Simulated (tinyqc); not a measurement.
Inside a calculation. Model: resistive memory cell, filament-gap model with Joule heating.

Program tinyqc, `OMP_NUM_THREADS=1 python tinyqc.py 2880045 2880046 out.jsonl`; Intel Xeon 2.30GHz, shared host, one thread, about 0.05 s. Printed values are rounded.

A tunnelling gap g separates the tip of a filament from the electrode. I = I0 exp(-g/g0) sinh(Vd/V0), with Vd = V - I Rs on the device; T = T0 + Rth Vd I at once; the gap closes as dg/dt = -nu exp(-q Ea/(kB T)) sinh(al q Vd/(kB T)). All constants are fitting values of a compact model.

Values chosen for this exercise: ambient temperature T0 = 358 K; current scale I0 = 0.76 mA; tunnelling length g0 = 0.27 nm; voltage scale V0 = 0.46 V; attempt velocity nu = 1 m/s; activation energy Ea = 0.74 eV; barrier lowering per volt on the device al = 0.59; thermal resistance Rth = 6.1e5 K/W; series resistance Rs = 1000 ohm; pulse voltage V = 1.08 V.

Constants: q = 1.602176634e-19 C, kB = 1.380649e-23 J/K. Results are converted to the units shown.

## Iteration 1: voltage on the device

Vd at the start = 1.08 V
g = 1.4 nm

I = I0 exp(-g/g0) sinh(Vd/V0); Vd(new) = V - Rs I.

I = 22.0571 uA
Vd after iteration 1 = 1.05794 V

## Iteration 2: voltage on the device

As before.

I = 21.0049 uA
Vd after iteration 2 = 1.05900 V

## Course of the iteration: voltage on the device

Stop when Vd changes by less than 1e-10 V, or after 30 iterations.

Course of the iteration:
```
iteration   Vd (V)  |change| (V)
1          1.05794        0.0221
2          1.05900       1.05e-3
3          1.05895       4.91e-5
4          1.05895       2.29e-6
5          1.05895       1.07e-7
6          1.05895       5.00e-9
7          1.05895      2.33e-10
8          1.05895      1.09e-11
```

Converged in 8 iterations. At the end each change is about 0.047 times the one before, with alternating sign: linear convergence.

## Current, temperature and closing rate

Vd = 1.05895 V

I, T and dg/dt as above.

I = 21.0518 uA
T = 371.599 K
lowered barrier Ea - al Vd = 0.115221 eV
-dg/dt = 0.0136867 nm/ns

Without heating the rate would be 0.0119 nm/ns, so heating by 13.6 K multiplies it by 1.15.
